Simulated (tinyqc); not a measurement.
Bandgap voltage reference from two bipolar transistors: one step of the calculation.

Two transistors of area 1 and N carry the same current I. Is(T) = Is (T/T0)^eta exp[(Vg0 q/kB)(1/T0 - 1/T)], VBE1 = Vt ln(I/Is(T)) + I rb, VBE2 = Vt ln(I/(N Is(T))) + I rb/N. The amplifier forces I R1(T) = VBE1 - VBE2 + Vos, with R(T) = R (1 + tc (T - T0)) for both resistors, and the output is Vref = VBE1 + I R2(T). Base currents and the Early effect are neglected.

Problem. Operating point at another temperature. Vt = kB T/q; I = (Vt ln N + Vos)/(R1(T) - rb (1 - 1/N)).

Values chosen for this exercise; values of the order met in silicon bipolar transistors:
```
symbol    value   unit                                                   meaning
T0          300      K                                     reference temperature
Vg0       1.172      V                      band-gap voltage extrapolated to 0 K
eta         3.1                   temperature exponent of the saturation current
Is      2.6e-18      A           saturation current of the unit transistor at T0
N             8                              area ratio of the second transistor
R1           13   kohm  resistor across which the difference of VBE falls, at T0
tc            0  ppm/K                 temperature coefficient of both resistors
Vos           0     mV                                   offset of the amplifier
rb           34    ohm                  series resistance of the unit transistor
R2        114.6   kohm                                     output resistor at T0
T           233      K                                               temperature
```

Constants: q = 1.602176634e-19 C, kB = 1.380649e-23 J/K. Results are converted to the units shown.

Wanted: Vt; I; Is(T); VBE1; I R2; Vref.

Solution.

Vt = 0.02008 V
I = 3.219 uA
Is(T) = 2.589e-24 A
VBE1 = 0.8367 V
I R2 = 0.3689 V
Vref = 1.206 V

From T0 to T, VBE1 changes by 110 mV and I R2 by -106 mV, which leaves 4.07 mV in Vref.

Computed by the program tinyqc: `OMP_NUM_THREADS=1 python tinyqc.py 2062076 2062077 out.jsonl`, one thread of a shared Intel Xeon 2.30GHz, about 0.02 s for the whole run.
